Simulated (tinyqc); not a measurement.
## Polarisation charge from two barrier thicknesses

Question. VT = phiB - dEc - q sigma d/(eps0 eps_r). Find sigma, phiB - dEc and the thickness at which VT = 0.

Values chosen for this exercise:
```
symbol,value,unit,meaning
eps_r,9.1,,relative permittivity of barrier and channel
```

Constants: q = 1.602176634e-19 C, eps0 = 8.8541878128e-14 F/cm where lengths are in cm. Results are converted to the units shown.

VT for d = 15 and 25 nm (V): [-1.8359471, -3.6180985]

Solution. VT is linear in d.

sigma = 8.962e12 cm^-2
phiB - dEc = 0.8373 V
thickness for VT = 0 = 4.698 nm

Program tinyqc, `OMP_NUM_THREADS=1 python tinyqc.py 2570077 2570078 out.jsonl`; Intel Xeon 2.30GHz, shared host, one thread, about 0.03 s.
